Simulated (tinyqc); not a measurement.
# Gate sheet resistance from two finger widths

Question. At low frequency R = Rsh Wf/(3 L) + B/Wf, where B collects the channel and vertical terms. Find Rsh, B and the width of lowest R.

Inputs (values chosen for the exercise):
- L = 0.31 um (channel length)

input resistance of single fingers, contacted at one end, of width 0.72 and 6.6 um (ohm): [147.31541, 268.51417]

Solution. R Wf is a straight line in Wf^2; the minimum of R lies where both terms are equal.

Rsh = 36.0 ohm/square
B = 86.0 ohm um
width of lowest R = 1.49 um

tinyqc, about 0.01 s, one thread, Intel Xeon 2.30GHz (shared host): `OMP_NUM_THREADS=1 python tinyqc.py 2262072 2262073 out.jsonl`
